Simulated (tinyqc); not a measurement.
Coherent transport through a tight-binding region between two chains, step by step. Computed by tinyqc, a small Python program that keeps every step. Settings: temperature = 4, mu = 0.11. Command: `OMP_NUM_THREADS=1 python tinyqc.py 20790 20791 out.jsonl` (the two numbers bound the seeds that draw the settings). One thread of a shared host (Intel(R) Xeon(R) Processor @ 2.60GHz), about 0.1 s of CPU time with the checks.

## Transmission at E = -0.57 eV

H of the central region (eV):
```
,1,2,3,4,5
1,0.00000,-1.45000,0.00000,0.00000,0.00000
2,-1.45000,1.02000,-1.26000,0.00000,0.00000
3,0.00000,-1.26000,1.02000,-1.07000,0.00000
4,0.00000,0.00000,-1.07000,1.02000,-2.43000
5,0.00000,0.00000,0.00000,-2.43000,0.00000
```

Leads: semi-infinite chains with site energy 0:
```
parameter,value
lead hopping t (eV),1.390000
coupling to the left lead (eV),1.180000
coupling to the right lead (eV),0.480000
left contact site,1
right contact site,5
```

E = -0.57000 eV

Surface Green function g = (E - i sqrt(4 t^2 - E^2)) / (2 t^2); self-energy tc^2 g on each contact site; G = (E - H - Sigma)^(-1); Gamma = -2 Im Sigma; T = Gamma_L Gamma_R |G_LR|^2; local density of states -Im G_ii / pi.

g = -0.14751-0.70414i 1/eV

G (1/eV):
```
,1,2,3,4,5
1,0.30929-0.12026i,0.68611-0.23937i,0.50988-0.16367i,-0.05028+0.03866i,-0.25741+0.09737i
2,0.68611-0.23937i,0.01067-0.52412i,0.01754-0.38592i,0.01350+0.04372i,0.00111+0.19854i
3,0.50988-0.16367i,0.01754-0.38592i,-0.56463-0.29864i,0.07490+0.01068i,0.29763+0.13848i
4,-0.05028+0.03866i,0.01350+0.04372i,0.07490+0.01068i,0.09540-0.03562i,0.44096-0.02801i
5,-0.25741+0.09737i,0.00111+0.19854i,0.29763+0.13848i,0.44096-0.02801i,0.15748-0.07930i
```

local density of states (1/eV): 0.03828  0.16683  0.09506  0.01134  0.02524

transmission = 0.04819

## Transmission across the band

The same steps on a grid of energies.

T(E):
```
E (eV),T
-2.6410000,0.00175
-2.3769000,0.07008
-2.1128000,0.23161
-1.8487000,0.08155
-1.5846000,0.06391
-1.3205000,0.05600
-1.0564000,0.04960
-0.7923000,0.04662
-0.5282000,0.04901
-0.2641000,0.05938
0.0000000,0.08400
0.2641000,0.13212
0.5282000,0.17332
0.7923000,0.13183
1.0564000,0.07860
1.3205000,0.05137
1.5846000,0.03979
1.8487000,0.03708
2.1128000,0.04296
2.3769000,0.06889
2.6410000,0.21968
```

levels of the isolated region (eV): -2.16751  -1.24715  0.54893  2.46834  3.45738

## Current

I = (2e/h) int T(E) [f(E - mu - V/2) - f(E - mu + V/2)] dE at 4 K with mu = 0.11 eV, the bias not changing H; 2e^2/h = 77.48092 microsiemens; the integral runs over the band on 4001 points.

Current:
```
V (volt),I (microampere)
0.01000,0.07810
0.05000,0.39135
0.10000,0.78364
0.20000,1.57471
0.40000,3.20457
0.80000,6.69913
```
